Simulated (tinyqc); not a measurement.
Heavy and light holes: cyclotron masses of warped hole bands.

Parameters, chosen for this exercise (near those of Ge; not measured data):

| symbol | value | unit | meaning |
|---|---|---|---|
| g1 | 13.32 |  | Luttinger gamma1 |
| g2 | 4.26 |  | gamma2 |
| g3 | 5.73 |  | gamma3 |
| ths | (0, 20, 35, 50, 65, 80, 90) | degrees | angles |

E = c k^2 f(n) with f = g1 -/+ 2 sqrt(g2^2 + 3 (g3^2 - g2^2)(nx^2 ny^2 + ny^2 nz^2 + nz^2 nx^2)). For the orbit through k = 0 perpendicular to b = (sin(theta)/sqrt2, sin(theta)/sqrt2, cos(theta)), mc is the mean of 1/f over the directions n in that plane (180 evenly spaced angles). Quantum effects of the lowest levels are left out.

Cyclotron masses (m0):

| theta (degrees) | heavy | light |
|---|---|---|
| 0 | 0.2902 | 0.0435 |
| 20 | 0.3217 | 0.0428 |
| 35 | 0.3706 | 0.0420 |
| 50 | 0.3959 | 0.0415 |
| 65 | 0.3947 | 0.0416 |
| 80 | 0.3916 | 0.0419 |
| 90 | 0.3911 | 0.0421 |

What can be read from this table?

The heavy mass varies by 36 % over the table, with its largest listed value at 50 degrees ([111] lies at 54.7) and its smallest at 0; the light mass varies by 4.9 %. The warping term enters both with the same size, but it is set against a small inverse mass in one and a large one in the other (along [111], g1 - 2 g3 = 1.86 and g1 + 2 g3 = 24.78).

Computed by tinyqc, a small Python program: `OMP_NUM_THREADS=1 python tinyqc.py 1251261 1251262 out.jsonl` (the numbers bound the seed that draws the inputs); one thread of a shared host (Intel(R) Xeon(R) Processor @ 2.30GHz), about 0.01 s for the whole set of steps.
